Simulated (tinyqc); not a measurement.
X-ray reflectivity of a thin film on silicon: critical angles, Parratt recursion, fringes and roughness. From contrast back to roughness of the interface sigma_2. Computed by tinyqc, a small Python program. Command: `OMP_NUM_THREADS=1 python tinyqc.py 3120433 3120434 out.jsonl xrr inv`. One thread of a shared host (Intel(R) Xeon(R) Processor @ 2.30GHz), about 0.01 s of CPU time with the checks.

n = 1 - delta + i beta; the classical electron radius is r_e = 2.8179403e-6 nm. Layer 0 is vacuum, 1 the film, 2 the substrate.

Inputs (values chosen for the exercise, modelled on a porous low-k film on silicon, copper K-alpha radiation):
```
quantity,value,unit
wavelength lambda,0.15406,nm
film density rho,1.24,g/cm^3
"effective electrons per unit mass, film",0.523,mol/g
"beta/delta, film",0.0091,-
film thickness d,11.8,nm
roughness of the surface sigma_1,0.45,nm
substrate density,2.33,g/cm^3
"effective electrons per unit mass, substrate",0.507,mol/g
"beta/delta, substrate",0.023,-
grazing angle theta,0.769,degrees
```

Constants: N_A = 6.02214076e+23 1/mol.

Method:
- delta = r_e lambda^2 rho_e/(2 pi), rho_e = density x electrons per mass x N_A; critical angle sqrt(2 delta), q_c = 4 sqrt(pi r_e rho_e).
- k_j = (2 pi/lambda) sqrt(sin^2 theta - 2 delta_j + 2 i beta_j); r_ij = (k_i - k_j)/(k_i + k_j) x exp(-2 k_i k_j sigma^2) (Nevot-Croce); r = (r_01 + r_12 p)/(1 + r_01 r_12 p), p = exp(2 i k_1 d); R = |r|^2.
- Far above the critical angle the period is d theta = lambda/(2 d), or 2 pi/d in q; the envelope runs between (|r_01| - |r_12 p|)^2 and (|r_01| + |r_12 p|)^2; contrast = 2 a b/(a^2 + b^2) with a = |r_01|, b = |r_12 p|; roughness factors on the amplitudes are about exp(-q^2 sigma^2/2).

Task: A run gave the result below. Find the roughness of the interface sigma_2, known to lie between 0.62 and 1.1 nm.

contrast = 0.9568381

Result:

Each step takes the trial c = (a f_b - b f_a)/(f_b - f_a), f being the result less the target and a, b, c the logarithms of the listed values; c replaces end b, the old b replaces a if the sign of f changed, and otherwise f_a is halved.

Scan of the range:
```
roughness of the interface sigma_2 (nm),contrast
0.620,0.969204
0.682,0.957559
0.751,0.941086
0.826,0.918480
0.909,0.887260
1.000,0.845261
1.100,0.790022
```

False position (Illinois rule, in the logarithm of the input) inside the bracket:
```
step,end a,end b,trial,contrast
1,0.682000,0.751000,0.684884,0.956948
2,0.751000,0.684884,0.685322,0.956855
3,0.751000,0.685322,0.685454,0.956827
4,0.685322,0.685454,0.685400,0.956838
5,0.685454,0.685400,0.685400,0.956838
```

Contrast falls at every point of a 13-point scan of the range (every second point is shown), so one value fits; it is bracketed by 0.682 and 0.751. Answer: roughness of the interface sigma_2 = 0.6854 nm.
